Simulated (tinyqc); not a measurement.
# Changing the Fermi level E_F

Model: formation energy of a charged point defect from supercell energies. Computed by tinyqc, a small Python program. Command: `OMP_NUM_THREADS=1 python tinyqc.py 3018572 3018573 out.jsonl formation sweep`. One thread of a shared host (Intel(R) Xeon(R) Processor @ 2.30GHz), about 0.01 s of CPU time with the checks.

The host is a compound AB. Making the defect adds n_A = 0, n_B = -1, n_X = 1 atoms to the cell. All total energies are inputs. E_F is counted from the valence-band maximum (VBM); x = 0 is A-rich and x = 1 B-rich growth.

Inputs (values chosen for the exercise, with gap and screening modelled on GaN):

| quantity | value | unit |
|---|---|---|
| E_VBM of the host cell | 6.607 | eV |
| potential alignment dV | -0.1 | eV |
| dielectric constant eps | 9.15 | - |
| cell length L | 13.8 | angstrom |
| mu_B of the pure element | -6.952 | eV |
| formation enthalpy dH of AB | -1.77 | eV |
| growth condition x | 0.23 | - |
| temperature T | 1000 | K |
| site density N_s | 3.6e+22 | cm^-3 |
| mu_X of the pure element | -4.609 | eV |
| formation enthalpy of AX | -0.13 | eV |

Defect: impurity X on a B site. Supercell lattice: sc.

charge states q: 1  0  -1  -2

E(defect, q) - E(host), in the order of q (eV): -2.918  6.65  15.546  24.602

Constants: e^2/(4 pi eps_0) = 14.39964548 eV angstrom; k_B = 8.617333262e-05 eV/K.

Method:
- dmu_A = x dH and dmu_B = (1 - x) dH, so that dmu_A + dmu_B = dH; mu = mu(element) + dmu. The impurity is held at its solubility limit: dmu_X = min(0, dH(AX) - dmu_A).
- The reservoir term is sum n_i mu_i.
- Image-charge correction of a point charge in a neutralising background: E_corr = q^2 alpha e^2/(4 pi eps_0) / (2 eps L), alpha = 2.837297 for a sc array with L the cube root of the volume.
- E_f(q, E_F) = [E(defect, q) - E(host)] - sum n_i mu_i + q (E_VBM + dV + E_F) + E_corr(q).
- E_f(q, E_F) = E_f(q, 0) + q E_F.
- c_q = N_s exp(-E_f(q, E_F)/k_B T), with all degeneracy factors one and no vibrational entropy.

One run for each value:

| Fermi level E_F (eV) | lowest formation energy (eV) | total concentration (cm^-3) | mean charge (e) |
|---|---|---|---|
| 0.135 | 0.1799 | 4.4642e+21 | 1.0000 |
| 0.481 | 0.5259 | 8.0534e+19 | 1.0000 |
| 0.826 | 0.8709 | 1.4698e+18 | 1.0000 |
| 1.170 | 1.2149 | 2.7138e+16 | 1.0000 |
| 1.520 | 1.5649 | 4.6736e+14 | 1.0000 |
| 1.860 | 1.9049 | 9.0392e+12 | 1.0000 |
| 2.210 | 2.2549 | 1.5572e+11 | 0.9997 |
| 2.550 | 2.5949 | 3.1151e+09 | 0.9497 |
| 2.900 | 2.5949 | 3.7483e+09 | -1.1273 |
| 3.240 | 2.0492 | 1.8488e+12 | -1.9157 |

Describe and explain the trends.

Over the rows, lowest formation energy (eV) goes from 0.180 through a maximum among these rows, 2.59 at 2.55, to 2.05; total concentration (cm^-3) falls from 4.46e21 to 1.85e12, flat over part of the range; mean charge (e) falls from 1.00 to -1.92, flat over part of the range. The mean charge steps down as E_F passes each level, and d ln c/d E_F = -(mean charge)/k_B T.

Caution (rows 0.135): more than 1 % of the sites are defective, beyond the dilute limit.

Extremes, crossings and ranges named in words are read from the listed rows.
